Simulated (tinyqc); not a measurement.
## Schottky barrier on an n-type semiconductor with a doping step, non-linear Poisson equation by Newton steps: Capacitance-voltage profiling

One dimension, metal at x = 0, donor density C(x) = N1 for x < x1 and Nd beyond. Energies are counted from the electron Fermi level of the semiconductor and the conduction-band edge is Ec = -psi, so n = Nc exp(psi/Vt); holes follow the Fermi level of the metal, at -V, so p = Nv exp((V - psi - Eg)/Vt). Ends: psi(0) = V - phiB and psi = Vt ln(Nd/Nc) deep inside. Boltzmann statistics, full ionisation, no current, no image force in the Poisson equation.

The Poisson equation d/dx(eps0 eps_r dpsi/dx) = -q (p - n + C) is solved on a mesh of about 1000 nodes or more that ends in neutral material. C_s = q d/dV of the integral of n over x, from the linearised equation. Probed depth w = eps0 eps_r/C_s; apparent doping N_app = C_s^3/(q eps0 eps_r dC_s/dV), the derivative by central differences over +/- 0.02 V.

Inputs (values chosen for the exercise); band and dielectric values close to those of gallium arsenide:
- T = 300 K (temperature)
- Eg = 1.4 eV (band gap)
- eps_r = 13 (relative permittivity)
- Nc = 4.34e17 cm^-3 (conduction-band density of states at T)
- Nv = 9.13e18 cm^-3 (valence-band density of states at T)
- Nd = 3.2e15 cm^-3 (donor density deep in the semiconductor)
- phiB = 0.58 eV (barrier height)
- x1 = 330 nm (depth of the doping step)
- N1 = 1.6e16 cm^-3 (donor density above the step)

Constants: q = 1.602176634e-19 C, kB = 1.380649e-23 J/K, Vt = kB T/q, eps0 = 8.8541878128e-14 F/cm where lengths are in cm. Results are converted to the units shown.

Results:
```
V (V)  C_s (nF/cm^2)  w (nm)  N_app (cm^-3)  true C(w) (cm^-3)  |E_0| (kV/cm)
0               55.9     206        1.56e16            1.60e16           45.7
-1.14           22.2     519        3.31e15            3.20e15           81.9
-3.43           10.1  1.14e3        3.20e15            3.20e15            110
-4.57           8.56  1.34e3        3.20e15            3.20e15            119
-5.71           7.56  1.52e3        3.20e15            3.20e15            127
-6.86           6.83  1.68e3        3.20e15            3.20e15            134
-8              6.29  1.83e3        3.20e15            3.20e15            140
```

Estimate the missing row, V = -2.29 V.

Computed row:
```
V (V)  C_s (nF/cm^2)  w (nm)  N_app (cm^-3)  true C(w) (cm^-3)  |E_0| (kV/cm)
-2.29           13.0     886        3.20e15            3.20e15           98.2
```

With this row back in the table: C_s falls from 55.9 to 6.29 nF/cm^2 while the probed depth goes from 206 to 1830 nm. The apparent doping falls from 1.56e16 to 3.20e15 cm^-3. It departs most from the true doping at that depth for V = -1.14 V, where it is 3.4 % above it; the method senses the electrons at the edge of the depleted layer, which are smeared over a few Debye lengths (LD = 76 nm at Nd), so it cannot follow a doping that changes on that scale.

Numbers from tinyqc (`OMP_NUM_THREADS=1 python tinyqc.py 2020090 2020091 out.jsonl`; about 0.07 s on one thread of a shared Intel Xeon 2.30GHz).
